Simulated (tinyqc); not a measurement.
Hall effect and magnetoresistance of several carrier groups with constant relaxation times: one step, computed by the program tinyqc.

Group 1 has charge -e and group 2 charge -e; s_i is that sign. B lies along z; mu B is formed with mu in m^2/(V s).

Question. Back from four measured limits to the two groups. With z_i = s_i mu_i and w_i = s_i n_i the moments M_k = w1 z1^k + w2 z2^k are M_(-1) = (1 + MR_sat) M_0^2/M_1, M_0 = 1/(e R_strong), M_1 = sigma(0)/e, M_2 = R_weak sigma(0)^2/e. The z_i are the roots of z^2 + p z + q with M_2 + p M_1 + q M_0 = 0 and M_1 + p M_0 + q M_(-1) = 0; then w follows from M_0 and M_1. Group 1 is the faster.

Carriers: two electron groups. Densities: per area (a thin layer).

R_H at strong field = -271370.0 cm^2/C

sigma at B = 0 = 0.005703749 S

R_H at weak field = -1485166 cm^2/C

saturation MR = 382.7102 %

Constants: e = 1.602176634e-19 C.

Give: p and q; signed mobilities s_i mu_i; densities.

Answer.

p and q: [10280, 2.800e+06]

signed mobilities s_i mu_i (cm^2/(V s)): [-10000, -280]

densities (1/cm^2): [3.000e+12, 2.00e+13]
